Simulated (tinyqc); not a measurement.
Closable height against the size of the gap: wafer bonding and layer transfer: bond energy, gap closing, particles, bonding of dissimilar wafers and hydrogen blisters. Computed by tinyqc, a small Python program. Command: `OMP_NUM_THREADS=1 python tinyqc.py 3003868 3003869 out.jsonl bond walk`. One thread of a shared host (Intel(R) Xeon(R) Processor @ 2.30GHz), about 0.01 s of CPU time with the checks.

gamma is the energy per area of each of the two surfaces; plates are isotropic, and both wafers have E1 and t1.

Inputs (values chosen for the exercise, for model wafers):
```
quantity             value        unit
Young's modulus E1     156         GPa
Poisson ratio nu      0.22           -
thickness t1           625  micrometre
blade thickness t_b    100  micrometre
crack length L        15.7          mm
```

Pair: two equal wafers.

Method. Two cantilevers opened by t_b: gamma = 3 t_b^2 E1 t1^3 E2 t2^3/(16 L^4 (E1 t1^3 + E2 t2^3)). E' = E1/(1 - nu^2), equal wafers of thickness t1 assumed. A gap of radius R closes if h_g < h_c: h_c = R^2/sqrt((2/3) E' t1^3/gamma) for R > 2 t1 (plate bending), h_c = 3.6 sqrt(R gamma/E') for R < 2 t1 (local deformation).

bond energy gamma = 0.587675 J/m^2

Gap closing:
```
R (mm)    regime    h_c (nm)  slope h_c/R
1.00e-04   local  2.1554e+00     0.021554
1.00e-03   local  6.8161e+00     0.006816
1.00e-02   local  2.1554e+01     0.002155
1.00e-01   local  6.8161e+01     0.000682
5.00e-01   local  1.5241e+02     0.000305
2.00e+00   plate  5.9363e+02     0.000297
5.00e+00   plate  3.7102e+03     0.000742
2.00e+01   plate  5.9363e+04     0.002968
5.00e+01   plate  3.7102e+05     0.007420
```

What follows from these numbers?

Roughness of 100 nm scale may be 2.2 nm in half height, waviness of radius 5 cm as much as 370 micrometre: h_c goes as R^(1/2) when the wafer deforms locally and as R^2 when it bends. The allowed slope is least near R = 2 t1, so defects about 4 t1 wide are the hardest to close; bow matters little.

Extremes, crossings and ranges named in words are read from the listed rows.
